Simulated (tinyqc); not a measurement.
Lateral field, substrate current, probability of reaching the oxide barrier and hot-carrier lifetime of a silicon transistor (pseudo-two-dimensional and lucky-electron models): one step, computed by the program tinyqc.

Local-field models: a lucky carrier gains its energy at the peak field over a path free of collisions. Voltages are magnitudes.

Task: Peak lateral field. C_ox = 3.9 eps_0/t; F_sat = 2 v_s/mu; V_Dsat = V_ov F_sat L/(V_ov + F_sat L), V_ov = V_G - V_T; I_D/W = C_ox v_s (V_ov - V_Dsat). Scale length l = 0.22 t^(1/3) x_j^(1/2) (all in cm); F_m = sqrt(((V_D - V_Dsat)/l_e)^2 + F_sat^2), with l_e = l; length of the velocity-saturated region l_e ln((V_D - V_Dsat)/(l_e F_sat) + F_m/F_sat).

Inputs (values chosen for the exercise, modelled on a silicon n-channel):
```
quantity,value,unit
channel length L,1700,nm
oxide thickness t,34,nm
junction depth x_j,490,nm
mobility mu,380,cm^2/(V s)
saturation velocity v_s,0.86,1e7 cm/s
threshold voltage V_T,0.52,V
gate voltage V_G,5.3,V
drain voltage V_D,9.9,V
ionisation prefactor A_i,2.3e+06,1/cm
ionisation field B_i,1.7,MV/cm
hot-carrier mean free path lambda,8.7,nm
oxide barrier phi_b,3.1,eV
interface-trap threshold phi_it,3.7,eV
lifetime constant H,20,s microampere/micrometre
```

Drain: abrupt.

Constants: eps_0 = 8.8541878128e-12 F/m.

Give: scale length l; peak field F_m; velocity-saturated length; energy gained over one free path, e lambda F_m.

Result:

scale length l = 231.6 nm

peak field F_m = 303.6 kV/cm

velocity-saturated length = 599.9 nm

energy gained over one free path, e lambda F_m = 0.2641 eV
